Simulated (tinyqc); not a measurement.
What each parameter does: polytypes by hexagonality, and a cubic inclusion as a quantum well.

Gap: E3 + (E2 - E3) h. Valence top Ev2 h and polarisation P2 h, both counted from 3C; Ec = Ev + gap.

A cubic inclusion of width L = N d in the host (h = 1) is a well of depth V = Ec(host) - Ec(3C). Square well with mass mismatch: k tan(k L/2) = (m_w/m_b) q, k = sqrt(m_w E/c), q = sqrt(m_b (V - E)/c), c = hbar^2/2m0, lowest root. The depth of the level, V - E, is its binding, and the transition to the valence top of the host is gap(host) - (V - E). The step in polarisation gives a field |F| = |P|/(eps eps0) in a thin inclusion, eps0 = 8.8541878e-12 F/m.

Constants: hbar^2/2m0 = 3.80998211 eV angstrom^2.

Values chosen for the exercise (of the order of those of GaAs; not measured data):

| symbol | value | unit | meaning |
|---|---|---|---|
| E3 | 1.518 | eV | gap of the cubic polytype |
| E2 | 1.517 | eV | gap of 2H |
| Ev2 | 0.096 | eV | valence top of 2H above that of 3C |
| P2 | 0.0018 | C/m^2 | spontaneous polarisation of 2H |
| m | (0.071, 0.062) | m0 | electron mass along c in the cubic layer and in the host |
| d | 3.254 | angstrom | thickness of a double layer |
| eps | 12.8 |  | dielectric constant |
| N | 12 |  | double layers in the cubic inclusion |

Well depth, depth of the level, transition without the field and field.

One parameter was then changed.

Results before and after:

| case | V (eV) | depth (eV) | transition (eV) | \|F\| (MV/cm) |
|---|---|---|---|---|
| base | 0.0950 | 0.0330 | 1.4840 | 0.159 |
| changed | 0.0950 | 0.0363 | 1.4807 | 0.159 |

Which of these changes was made? (a) eps = 13.8; (b) m = (0.085, 0.062) m0; (c) Ev2 = 0.126 eV; (d) E2 = 1.547 eV; (e) E3 = 1.498 eV; (f) P2 = 0.0023 C/m^2; (g) N = 13.

Answer: (g) N = 13. Of the candidates, run in turn, only this one gives the changed row.

All candidates:

| case | V (eV) | depth (eV) | transition (eV) | \|F\| (MV/cm) |
|---|---|---|---|---|
| base | 0.0950 | 0.0330 | 1.4840 | 0.159 |
| N = 13 | 0.0950 | 0.0363 | 1.4807 | 0.159 |
| Ev2 = 0.126 eV | 0.1250 | 0.0509 | 1.4661 | 0.159 |
| E3 = 1.498 eV | 0.1150 | 0.0447 | 1.4723 | 0.159 |
| E2 = 1.547 eV | 0.1250 | 0.0509 | 1.4961 | 0.159 |
| P2 = 0.0023 C/m^2 | 0.0950 | 0.0330 | 1.4840 | 0.203 |
| eps = 13.8 | 0.0950 | 0.0330 | 1.4840 | 0.147 |
| m = (0.085, 0.062) m0 | 0.0950 | 0.0341 | 1.4829 | 0.159 |

Program tinyqc; command `OMP_NUM_THREADS=1 python tinyqc.py 1850952 1850953 out.jsonl`; about 0.09 s on one thread of a shared Intel(R) Xeon(R) Processor @ 2.30GHz.
